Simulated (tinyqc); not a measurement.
MOS capacitor on a p-type substrate, surface potential from the exact charge relation: one step of the calculation.

Uniform p-type substrate, Boltzmann statistics, full ionisation, classical densities. psi is the surface potential against the body (positive when the bands bend down) and u = psi/Vt. Traps are spread evenly over the gap and neutral at flat band, so their charge is -q Dit psi; the minority quasi-Fermi level is shifted by Vb.

Task. Flat band, threshold and scales. ni = sqrt(Nc Nv) exp(-Eg/(2 Vt)), Eg in volts; phiF = Vt ln(N/ni); Cox = eps0 eox/tox; Vfb = phiM - chi - (Eg - Vt ln(Nv/N)) - q Nf/Cox; Q0 = sqrt(2 eps0 eps_r q N Vt); r = (ni/N)^2 exp(-Vb/Vt); VT = Vfb + [(2 phiF + Vb)(1 + q Dit/Cox) + sqrt(2 eps0 eps_r q N (2 phiF + Vb))/Cox].

Parameters, values chosen for the exercise; band and dielectric values close to those of silicon: temperature T = 300 K; band gap Eg = 1.12 eV; relative permittivity eps_r = 11.7; conduction-band density of states at T Nc = 2.85e19 cm^-3; valence-band density of states at T Nv = 2.7e19 cm^-3; electron affinity chi = 4.1 eV; acceptor density of the substrate N = 2.1e15 cm^-3; relative permittivity of the gate insulator (close to silicon dioxide) eox = 3.9; insulator thickness tox = 26 nm; gate work function phiM = 4.7 eV; fixed charge at the interface, in units of q Nf = 4.7e10 cm^-2; density of interface traps Dit = 0 cm^-2 eV^-1; reverse bias of the inversion layer against the body Vb = 0 V.

Constants: q = 1.602176634e-19 C, kB = 1.380649e-23 J/K, Vt = kB T/q, eps0 = 8.8541878128e-14 F/cm where lengths are in cm. Results are converted to the units shown.

Give: ni; phiF; Cox; Vfb; Q0; r; VT.

Result.

ni = 1.0852e10 cm^-3
phiF = 0.31470 V
Cox = 0.13281 uF/cm^2
Vfb = -0.33210 V
Q0 = 4.2452 nC/cm^2
r = 2.6705e-11
VT = 0.45502 V

Numbers from tinyqc (`OMP_NUM_THREADS=1 python tinyqc.py 2060090 2060091 out.jsonl`; about 0.01 s on one thread of a shared Intel Xeon 2.30GHz).
